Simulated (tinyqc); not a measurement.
Do the excited 1s states matter for ionisation? Model: valley-orbit splitting of a donor ground state, with strain. Computed by tinyqc, a small Python program. Command: `OMP_NUM_THREADS=1 python tinyqc.py 3024747 3024748 out.jsonl valleyorbit walk`. One thread of a shared host (Intel(R) Xeon(R) Processor @ 2.30GHz), about 0.01 s of CPU time with the checks.

The basis is the 1s envelope in each valley; energies are counted from the unstrained conduction-band edge. The strain is e_s (a a^T - 1/3) for the unit stress axis a, so valley j along n_j moves by Xi_u e_s w_j with w_j = (n_j.a)^2 - 1/3: +2/3 for [111], -2/9 for the others.

Inputs (values chosen for the exercise, for a model many-valley semiconductor):

| quantity | value | unit |
|---|---|---|
| single-valley binding energy E_0 | 7.29 | meV |
| central-cell shift Lambda | 0.52 | meV |
| coupling Delta_1 | 1 | meV |
| shear deformation potential Xi_u | 16.3 | eV |
| donor density N_D | 1.9e+15 | cm^-3 |
| density-of-states mass of one valley m_e | 0.225 | m_0 |

Valleys: four along <111>. Stress axis: [111].

Constants: k_B = 8.617333262e-05 eV/K; m_0 = 9.1093837015e-31 kg; k_B = 1.380649e-23 J/K; h = 6.62607015e-34 J s.

Method:
- By symmetry: E(A1) = E_0 + Lambda + 3 Delta_1 (one state), E(T2) = E_0 + Lambda - Delta_1 (three), as binding energies.
- H_jj = -(E_0 + Lambda) + Xi_u e_s w_j; H_jk = -Delta_1 between any two valleys.
- z = sum over levels of exp(-(E - E_ground)/k_B T), the ground-state share being 1/z; N_c = 2 (2 pi m_e k_B T/h^2)^(3/2) sum_j exp(-(shift_j - lowest shift)/k_B T); n1 = N_c/(2 z) exp(-binding/k_B T), binding = lowest shift - E_ground; without compensation n = 2 N_D/(1 + sqrt(1 + 4 N_D/n1)) (Boltzmann statistics; p and higher states left out).
- No strain here. The last two columns set z = 1, with the A1 depth, or use one level at E_0 with z equal to the number of valleys.

E(A1) = 10.81 meV

Ionised share:

| T (K) | z | all 1s states | ground state alone | no splitting |
|---|---|---|---|---|
| 6.3 | 1.0019 | 1.3883e-04 | 1.3896e-04 | 1.7760e-03 |
| 10.0 | 1.0289 | 7.6799e-03 | 7.7897e-03 | 2.9692e-02 |
| 16.0 | 1.1649 | 1.0260e-01 | 1.1027e-01 | 1.8869e-01 |
| 23.0 | 1.3987 | 3.4601e-01 | 3.9394e-01 | 4.5424e-01 |
| 31.0 | 1.6712 | 6.1451e-01 | 7.0037e-01 | 6.8922e-01 |
| 50.0 | 2.1856 | 8.8925e-01 | 9.4302e-01 | 9.0688e-01 |
| 84.0 | 2.7264 | 9.7252e-01 | 9.8956e-01 | 9.7507e-01 |

What follows from these numbers?

z grows from 1.002 to 2.73 of at most 4. Leaving out the excited states overstates the ionised share by up to 14.0 % (at 31.0 K); ignoring the splitting misses by a factor 12.8 at the lowest T and 1.00 at the highest.

Extremes, crossings and ranges named in words are read from the listed rows.
